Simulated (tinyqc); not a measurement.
Ballistic transport through the one-dimensional subbands of a rectangular nanowire or nanosheet channel: one step, computed by the program tinyqc. Command: `OMP_NUM_THREADS=1 python tinyqc.py 3020942 3020943 out.jsonl wire walk`. One thread of a shared host (Intel(R) Xeon(R) Processor @ 2.30GHz), about 0.04 s of CPU time with the checks.

Hard walls, parabolic subbands, transport along x. Energies are counted from the bulk conduction band edge at the top of the barrier, which the gate pulls down by U; the source Fermi level lies at the bulk edge when U = 0.

Question. Conductance, capacitance and scattering. Linear conductance G = (2 e^2/h) sum_i g f(eta_i), g = 2, f = 1/(1 + exp(-eta_i)), with the barrier frozen at the eta_i above; current per perimeter I/(2(a + b)); with scattering, transmission lambda/(lambda + L) and low-bias resistance (1 + L/lambda)/G.

Inputs (values chosen for the exercise, modelled on silicon):
```
quantity,value,unit
height a,3.7,nm
width b,4.3,nm
temperature T,150,K
mean free path for back-scattering lambda,140,nm
channel length L,28,nm
```

Valleys: silicon [100] wire.

Occupation:
```
subband,eta_i,n_i (1/nm),I_i (microampere)
1,6.70687,8.025739e-01,1.546765e+00
2,4.39473,6.259503e-01,1.521305e+00
3,-0.12587,1.255665e-01,5.826713e-01
4,-0.66423,8.393850e-02,4.049291e-01
5,-2.19967,4.832100e-02,1.106613e-01
6,-9.09583,2.347066e-05,1.209778e-04
7,-11.51377,2.091482e-06,1.078055e-05
8,-18.13529,2.784617e-09,1.435333e-08
9,-20.90007,1.754033e-10,9.041179e-10
10,-24.96803,3.001550e-12,1.547151e-11
```

ballistic current I = 4.166463 microampere

Constants: e = 1.602176634e-19 C; h = 6.62607015e-34 J s.

Give: open modes sum g f; ballistic conductance; current per perimeter; transmission; low-bias resistance with scattering.

Answer.

open modes sum g f = 5.790

ballistic conductance = 448.6 microsiemens

current per perimeter = 260.4 microampere/micrometre

transmission = 0.8333

low-bias resistance with scattering = 2.675 kiloohm

Even without scattering the wire has h/(2 e^2 M) = 2.23 kiloohm, which sits in the contacts.
